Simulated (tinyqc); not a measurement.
Thermionic emission over a Gaussian spread of barriers: effect of temperature.

Metal on an n-type semiconductor with one parabolic valley; V > 0 is forward bias (metal positive). Patches of barrier height b are spread as a Gaussian with mean phi - r2 V and variance sg^2 + r3 V; each carries A* T^2 exp(-b/Vt) [exp(V/Vt) - 1].

A* = 4 pi q me m0 kB^2/h^3 (times 1e-4 for A/(cm^2 K^2)). The mean of exp(-b/Vt) gives the apparent barrier phi_ap(V) = phi - r2 V - (sg^2 + r3 V)/(2 Vt), J = A* T^2 exp(-phi_ap/Vt) [exp(V/Vt) - 1], and 1/n = 1 + r2 + r3/(2 Vt). J0 = A* T^2 exp(-phi_ap(0)/Vt); the current at zero bias is centred on b = phi - sg^2/Vt.

Inputs (values chosen for the exercise); band and dielectric values close to those of silicon: electron mass me = 0.255 m0; barrier height seen from the metal phi = 0.69 eV; standard deviation of the barrier heights sg = 0.051 eV; shift of the mean barrier per volt, with its sign reversed (rho2) r2 = -0.004; change of sg^2 per volt (rho3) r3 = -0.0019 V.

Constants: q = 1.602176634e-19 C, kB = 1.380649e-23 J/K, h = 6.62607015e-34 J s, m0 = 9.1093837015e-31 kg, Vt = kB T/q. Results are converted to the units shown.

Results:

| T (K) | phi_ap(0) (eV) | n | J0 (A/cm^2) | barrier that carries most current (eV) |
|---|---|---|---|---|
| 100 | 0.5391 | 1.129 | 2.078e-22 | 0.3882 |
| 140 | 0.5822 | 1.090 | 6.611e-16 | 0.4744 |
| 220 | 0.6214 | 1.057 | 8.631e-9 | 0.5528 |
| 260 | 0.6320 | 1.049 | 1.166e-6 | 0.5739 |
| 300 | 0.6397 | 1.042 | 4.945e-5 | 0.5894 |
| 350 | 0.6469 | 1.037 | 0.001819 | 0.6038 |
| 400 | 0.6523 | 1.033 | 0.02966 | 0.6145 |

Estimate the missing row, T = 180 K.

Computed row:

| T (K) | phi_ap(0) (eV) | n | J0 (A/cm^2) | barrier that carries most current (eV) |
|---|---|---|---|---|
| 180 | 0.6062 | 1.070 | 1.060e-11 | 0.5223 |

With this row back in the table: The apparent barrier rises from 0.539 to 0.652 eV and n falls from 1.13 to 1.03. A Richardson plot, ln(J0/T^2) against 1/Vt, has the slope -0.431 eV between the first two rows and -0.609 eV between the last two, against phi = 0.69 eV: the plot bends, because cold electrons seek the low patches. In 3 of the 8 rows sg exceeds 3 Vt, so the current comes from more than three deviations below the mean, a tiny share of the area that a Gaussian of independent patches describes poorly.

Range of the model: One isotropic valley is assumed; bands with several valleys have a larger Richardson constant and Nc.

Computed by the program tinyqc: `OMP_NUM_THREADS=1 python tinyqc.py 2640056 2640057 out.jsonl`, one thread of a shared Intel Xeon 2.30GHz, about 0.01 s for the whole run.
